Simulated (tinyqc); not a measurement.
# Hole mobility in a silicon inversion layer, empirical terms and Matthiessen rule: what changes with what

Inversion layer of sheet density Ns on a uniformly doped body, under a high-permittivity gate with an interlayer. The mobility terms are empirical power laws with prefactors chosen for the exercise; adding their inverses (Matthiessen) is itself an approximation.

Inputs (values chosen for the exercise); material values close to those of silicon:
```
symbol,value,unit,meaning
T,350,K,temperature
Eg,1.14,eV,band gap
eps_r,11.8,,relative permittivity of the semiconductor
Nc,3.55e19,cm^-3,conduction-band density of states at T
Nv,3.28e19,cm^-3,valence-band density of states at T
Nb,5.7e16,cm^-3,body doping
Vsb,0.3,V,reverse body bias
eta,0.3333,,weight of the inversion charge in the effective field
Ap,124,cm^2/(V s),phonon-limited mobility at 1 MV/cm and 300 K
As,278,cm^2/(V s),roughness-limited mobility at 1 MV/cm
gs,1.3,,exponent of the roughness term
Ac,1600,cm^2/(V s),Coulomb prefactor
Nit,1.5e11,cm^-2,charge at the interface
Ar,210,cm^2/(V s),remote-phonon mobility without interlayer
ti,0.8,nm,interlayer thickness
lr,0.6,nm,decay length of remote phonons
Ns,4.3e12,cm^-2,inversion density
```

Constants: q = 1.602176634e-19 C, kB = 1.380649e-23 J/K, Vt = kB T/q, eps0 = 8.8541878128e-14 F/cm where lengths are in cm. Results are converted to the units shown.

Each table varies one quantity; the others keep the values above.

## Effect of the body doping

ni = sqrt(Nc Nv) exp(-Eg/(2 Vt)), Eg in volts; Ndep = sqrt(2 eps0 eps_r Nb (2 Vt ln(Nb/ni) + Vsb)/q); E = q (Ndep + eta Ns)/(eps0 eps_r), in MV/cm. With t = T/(300 K): muC = Ac (Ns/1e12 cm^-2) t/(Nb/1e17 cm^-3 + Nit/1e11 cm^-2), muP = Ap E^(-1/3) t^(-1.75), muS = As E^(-gs), muR = Ar exp(2 ti/lr)/t; 1/mu is the sum of the inverses.

The same in every row: muR (cm^2/(V s)) = 2591.

Results:
```
Nb (cm^-3),E (MV/cm),muC (cm^2/(V s)),muP (cm^2/(V s)),muS (cm^2/(V s)),mu (cm^2/(V s))
2e16,0.2977,4722,141.8,1343,119.1
4.4e16,0.3382,4137,135.9,1138,112.8
9.7e16,0.3995,3250,128.6,916.2,104.6
2.1e17,0.4899,2230,120.1,702.9,94.49
4.7e17,0.6325,1295,110.3,504.3,81.92
1e18,0.8332,698.0,100.6,352.4,68.52
5e18,1.645,155.9,80.21,145.6,38.26
```

Estimate the missing row, Nb = 2.3e18 cm^-3.

Computed row:
```
Nb (cm^-3),E (MV/cm),muC (cm^2/(V s)),muP (cm^2/(V s)),muS (cm^2/(V s)),mu (cm^2/(V s))
2.3e18,1.169,327.6,89.88,226.9,52.71
```

With this row back in the table: As Nb goes from 2e16 to 5e18 cm^-3, E rises from 0.298 to 1.64 MV/cm and mu falls from 119 to 38.3 cm^2/(V s). The phonon term is the smallest in the first and the last row. At Nb = 5e18 cm^-3 E passes 1.5 MV/cm, beyond the usual range of such laws.

## Effect of the charge at the interface

Same model as above.

The same in every row: E (MV/cm) = 0.3555; muP (cm^2/(V s)) = 133.7; muS (cm^2/(V s)) = 1066; muR (cm^2/(V s)) = 2591.

Results:
```
Nit (cm^-2),muC (cm^2/(V s)),mu (cm^2/(V s))
1e10,1.198e4,112.5
3.2e10,9019,112.1
1e11,5113,111.1
1e12,759.4,98.79
3.2e12,246.4,77.74
1e13,79.81,46.87
```

Estimate the missing row, Nit = 3.2e11 cm^-2.

Computed row:
```
Nit (cm^-2),muC (cm^2/(V s)),mu (cm^2/(V s))
3.2e11,2129,107.8
```

With this row back in the table: As Nit goes from 1e10 to 1e13 cm^-2, E stays at 0.356 MV/cm and mu falls from 112 to 46.9 cm^2/(V s). The smallest term is the phonon one in the first row and the Coulomb one in the last.

## Effect of the reverse body bias

Same model as above.

The same in every row: muC (cm^2/(V s)) = 3877.6; muR (cm^2/(V s)) = 2590.5.

Result of one run:
```
Vsb (V),E (MV/cm),muP (cm^2/(V s)),muS (cm^2/(V s)),mu (cm^2/(V s))
1.2,0.40461,128.01,901.35,104.55
```

What becomes of these results when the reverse body bias Vsb is changed from 1.2 to 2 V, all else the same?

Result of the changed run:
```
Vsb (V),E (MV/cm),muP (cm^2/(V s)),muS (cm^2/(V s)),mu (cm^2/(V s))
2,0.43921,124.56,810.17,100.94
```

The whole series:
```
Vsb (V),E (MV/cm),muP (cm^2/(V s)),muS (cm^2/(V s)),mu (cm^2/(V s))
0,0.33461,136.38,1153.8,113.08
0.4,0.36183,132.87,1042.3,109.54
0.8,0.38461,130.19,962.75,106.80
1.2,0.40461,128.01,901.35,104.55
1.6,0.42265,126.16,851.67,102.63
2,0.43921,124.56,810.17,100.94
2.4,0.45460,123.14,774.69,99.445
```

As Vsb goes from 0 to 2.4 V, E rises from 0.335 to 0.455 MV/cm and mu falls from 113 to 99.4 cm^2/(V s). The phonon term is the smallest in the first and the last row.

Numbers from tinyqc (`OMP_NUM_THREADS=1 python tinyqc.py 2510098 2510099 out.jsonl`; about 0.01 s on one thread of a shared Intel Xeon 2.30GHz).
